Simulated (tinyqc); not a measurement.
Holstein polaron on two sites: one step, computed by the program tinyqc.

One electron on sites 1 and 2: H = -t (c1+ c2 + c2+ c1) + hbar omega sum_i b_i+ b_i - g hbar omega sum_i n_i (b_i + b_i+). The symmetric phonon shifts the energy by -g^2 hbar omega/2 and drops out; with b = (b_1 - b_2)/sqrt(2) there remains H = -t sigma_x + hbar omega b+ b - (g hbar omega/sqrt(2)) sigma_z (b + b+). Parity splits it into blocks p = +1 and -1 over phonon numbers n. Zero-point energies are left out. Weights Z refer to mode b alone; the displaced symmetric mode multiplies the full zero-phonon weight by exp(-g^2/2).

Question. Levels in the small basis. Diagonalise H; the eigenvector has its largest component positive; Z is the weight of n = 0.

H, even block (meV):
```
          1         2         3
1  -89.4545  -53.4177    0.0000
2  -53.4177  179.5455  -75.5440
3    0.0000  -75.5440  176.5455
```

Give: levels; lowest eigenvector; Z in the small basis.

Answer.

levels (meV): -100.45  109.19  257.90

lowest eigenvector: 0.97797  0.20139  0.05492

Z in the small basis = 0.95642
